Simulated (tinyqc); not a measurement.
# Lossy package transmission line with skin effect: what changes with what

A uniform line in a homogeneous dielectric: c = sqrt(er)/(c0 Z0), l = Z0 sqrt(er)/c0 (c0 = 299792458 m/s), g = w c td, w = 2 pi f. The resistance joins its limits as r = sqrt(r_dc^2 + r_hf^2), with r_dc = rho/(wd th), r_hf = kr rho/(2 delta (wd + th)), delta = sqrt(rho/(pi f mu0)), mu0 = 4 pi 1e-7 H/m; this is an interpolation, and internal inductance, up to 0.05 nH/mm at low frequency, is neglected.

Values chosen for this exercise:
```
symbol,value,unit,meaning
wd,31,um,width of the strip
th,9.2,um,thickness of the strip
rho,1.8,uohm cm,resistivity
er,3,,relative permittivity
td,0.02,,loss tangent
Z0,35,ohm,lossless impedance sqrt(l/c)
kr,1.5,,factor for crowding and the return path
len,9.7,mm,length
Rg,50,ohm,source resistance
RL,1000,ohm,load resistance
CL,300,fF,load capacitance
f,26,GHz,frequency
```

Each table varies one quantity; the others keep the values above.

## Line properties against frequency

gamma = sqrt((r + i w l)(g + i w c)) = alpha + i beta, Zc = sqrt((r + i w l)/(g + i w c)), roots with positive real part; loss 8.685889638 alpha in dB; phase velocity w/beta. ZL = 1/(1/RL + i w CL); reflection (ZL - Zc)/(ZL + Zc); Zin = Zc (ZL + Zc tanh(gamma len))/(Zc + ZL tanh(gamma len)); H = V_load/V_source = [Zin/(Zin + Rg)]/[cosh(gamma len) + (Zc/ZL) sinh(gamma len)].

Line properties against frequency:
```
f (GHz)  r (ohm/mm)  r/(w l)  loss (dB/mm)  |Zc| (ohm)  phase velocity over c0  length in wavelengths  |H| (dB)
0.01        0.06504    5.119      0.004634       79.93                  0.3302               9.799e-4   -0.4299
0.03        0.06874    1.803      0.007011       50.26                  0.4693               0.002068   -0.4325
0.09        0.07880   0.6891      0.009591       38.57                  0.5504               0.005291   -0.4437
0.3          0.1068   0.2802       0.01408       35.66                  0.5726                0.01695   -0.5241
0.8          0.1542   0.1517       0.02161       35.20                  0.5761                0.04493   -0.9440
2            0.2312  0.09098       0.03497       35.07                  0.5770                 0.1122    -2.521
7            0.4209  0.04732       0.07429       35.02                  0.5773                 0.3923    -2.444
20           0.7062  0.02779        0.1507       35.00                  0.5773                  1.121    -8.638
60            1.220  0.01600        0.3405       35.00                  0.5773                  3.363    -16.80
```

What does the table show?

r equals w l at 0.0579 GHz: below it |Zc| and the delay grow as in an RC line, above it |Zc| tends to Z0 = 35 ohm and the velocity to 1/sqrt(er) = 0.577 c0. The loss goes as f^(0.38) between the first two rows and f^(0.74) between the last two. |H| is -0.430 dB in the first row and -16.8 dB in the last; between rows it can pass through resonances that the table doesn't show.

## Effect of the loss tangent

Same model as above.

The same in every row: r (ohm/mm) = 0.8044; r/(w l) = 0.02435.

Result of one run:
```
td    loss (dB/mm)  |Zc| (ohm)  phase velocity over c0  length in wavelengths  |H| (dB)
0.04        0.2638       34.99                  0.5773                  1.457    -10.29
```

What becomes of these results when the loss tangent td is changed from 0.04 to 0.01, all else the same?

Result of the changed run:
```
td    loss (dB/mm)  |Zc| (ohm)  phase velocity over c0  length in wavelengths  |H| (dB)
0.01        0.1408       35.00                  0.5773                  1.457    -9.136
```

The whole series:
```
td     loss (dB/mm)  |Zc| (ohm)  phase velocity over c0  length in wavelengths  |H| (dB)
0           0.09981       35.01                  0.5773                  1.457    -8.750
0.001        0.1039       35.01                  0.5773                  1.457    -8.789
0.002        0.1080       35.01                  0.5773                  1.457    -8.827
0.005        0.1203       35.00                  0.5773                  1.457    -8.943
0.01         0.1408       35.00                  0.5773                  1.457    -9.136
0.02         0.1818       35.00                  0.5773                  1.457    -9.521
0.04         0.2638       34.99                  0.5773                  1.457    -10.29
```

As td goes from 0 to 0.04, the loss rises from 0.0998 to 0.264 dB/mm, |Zc| stays near 35.0 ohm and |H| goes from -8.75 to -10.3 dB, with its highest value among the rows, -8.75 dB, at td = 0. In the low-loss estimate the dielectric part g Z0/2 equals the conductor part r/(2 Z0) at td = 0.0244.

Program tinyqc, `OMP_NUM_THREADS=1 python tinyqc.py 2810165 2810166 out.jsonl`; Intel Xeon 2.30GHz, shared host, one thread, about 0.01 s.
